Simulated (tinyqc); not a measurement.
The same stress in different states: Raman shift of the zone-centre optical phonon of a diamond-structure crystal under stress. Computed by tinyqc, a small Python program. Command: `OMP_NUM_THREADS=1 python tinyqc.py 3020163 3020164 out.jsonl ramanstress walk`. One thread of a shared host (Intel(R) Xeon(R) Processor @ 2.30GHz), about 0.01 s of CPU time with the checks.

Axes x, y, z are the cube axes. Strain shifts the threefold optical mode and can split it; p, q and r are the phonon deformation potentials.

Inputs (values chosen for the exercise, modelled on silicon):
```
quantity                          value  unit
unstrained frequency omega_0      521.6  1/cm
p/omega_0^2                        -1.8     -
q/omega_0^2                       -2.34     -
r/omega_0^2                      -0.679     -
C11                               166.1   GPa
C12                               64.23   GPa
C44                               78.76   GPa
stress sigma (tension positive)   -0.49   GPa
```

Stress state: uniaxial. Axis: [111].

Method:
- S11 = (C11 + C12)/D, S12 = -C12/D, D = (C11 - C12)(C11 + 2 C12), S44 = 1/C44.
- eps_xx = S11 sigma_xx + S12 (sigma_yy + sigma_zz), and cyclic; eps_xy = S44 sigma_xy/2 (tensor strain).
- Secular matrix: M_xx = p eps_xx + q (eps_yy + eps_zz), M_xy = 2 r eps_xy; its eigenvalues are omega^2 - omega_0^2, and the shifts are these over 2 omega_0.
- Uniaxial: sigma n n^T; biaxial: sigma (1 - n n^T); hydrostatic: sigma 1. The line seen from (001) is taken as unresolved, at the intensity-weighted shift M_zz/(2 omega_0).

S44 = 12.6968 1/TPa

S11 = 7.67592 1/TPa

S12 = -2.14051 1/TPa

Shifts (1/cm):
```
state                  lowest  middle  highest  line seen from (001)
uniaxial [100]         0.4855  1.1629   1.1629                1.1629
uniaxial [110]         0.2733  1.1629   1.3750                1.1629
uniaxial [001]         0.4855  1.1629   1.1629                0.4855
uniaxial [111]         0.5699  0.5699   1.6716                0.9371
biaxial, normal [001]  1.6484  1.6484   2.3258                2.3258
biaxial, normal [111]  1.1397  2.2414   2.2414                1.8742
hydrostatic            2.8113  2.8113   2.8113                2.8113
```

Seen from (001), uniaxial stress along [100] and along [110] give the same shift (1.163), and equal biaxial stress in the plane gives twice as much (2.326), since only sigma_xx + sigma_yy and sigma_zz enter M_zz. Stress along [001] gives 0.485. One measured shift therefore fixes the stress only once its state is assumed: read as uniaxial in the plane, a shift implies twice the stress that it does read as biaxial.

Extremes, crossings and ranges named in words are read from the listed rows.
